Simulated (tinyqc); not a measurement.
# Worked calculation: hexagonal on-chip spiral inductor, lumped pi model

Program tinyqc, `OMP_NUM_THREADS=1 python tinyqc.py 2302070 2302071 out.jsonl`; Intel Xeon 2.30GHz, shared host, one thread, about 0.01 s. Printed values are rounded.

Outer diameter do = di + 2 n wd + 2 (n - 1) sp, mean da = (do + di)/2, fill p = (do - di)/(do + di), length l = 3.464 n da. L = 2.33 mu0 n^2 da/(1 + 3.82 p), mu0 = 4 pi 1e-7 H/m. Rs = rho l/(wd delta (1 - exp(-th/delta))), delta = sqrt(rho/(pi f mu0)). Cs = n wd^2 eps0 eo/hu across the coil. At each end Cox = l wd eps0 eo/(2 ho) leads to the substrate branch Rsi = 2 rs he/(l wd) in parallel with Csi = l wd eps0 11.7/(2 he). With one end grounded Y = 1/(Rs + i w L) + i w Cs + 1/[1/(i w Cox) + 1/(1/Rsi + i w Csi)], w = 2 pi f; Q = -Im Y/Re Y. Eddy currents in neighbouring turns and in the substrate are left out.

Values chosen for this exercise; values of the order met in silicon radio-frequency processes: number of turns n = 1.5; line width wd = 15 um; space between turns sp = 3 um; inner diameter di = 40 um; metal thickness th = 0.9 um; metal resistivity rho = 1.9 uohm cm; oxide below the coil ho = 8.2 um; oxide between coil and underpass hu = 0.9 um; relative permittivity of the oxide eo = 3.9; substrate resistivity rs = 1000 ohm cm; effective spreading depth in the substrate he = 30 um; frequency f = 3.6 GHz.

Constants: eps0 = 8.8541878128e-12 F/m. Results are converted to the units shown.

## Geometry and model elements

do, l, L, delta, Rs, Cs, Cox, Rsi and Csi as defined.

do = 88 um
l = 332.544 um
L = 0.173331 nH
delta = 1.15623 um
Rs = 0.673573 ohm
Cs = 12.9492 fF
Cox = 10.5029 fF
Rsi = 1.20285e5 ohm
Csi = 8.61239 fF

Rs is 1.44 times the direct-current value in this empirical form, which overstates the skin effect of a flat slab when delta is near th and so stands in for some current crowding.

## Admittance, quality factor and apparent inductance

Series branch 1/(Rs + i w L), substrate branch, total Y, Q = -Im Y/Re Y, apparent inductance Im(1/Y)/w, metal-only value w L/Rs, share of the loss in the substrate Re(substrate branch)/Re Y.

series branch = 42.563-247.747i mS
substrate branch = 0.002509+0.107085i mS
Y = 42.566-247.347i mS
Q = 5.81093
apparent inductance = 0.173594 nH
w L/Rs = 5.82067
share of the loss in the substrate = 0.00589419 %

Q is 99.8 % of the metal-only value.
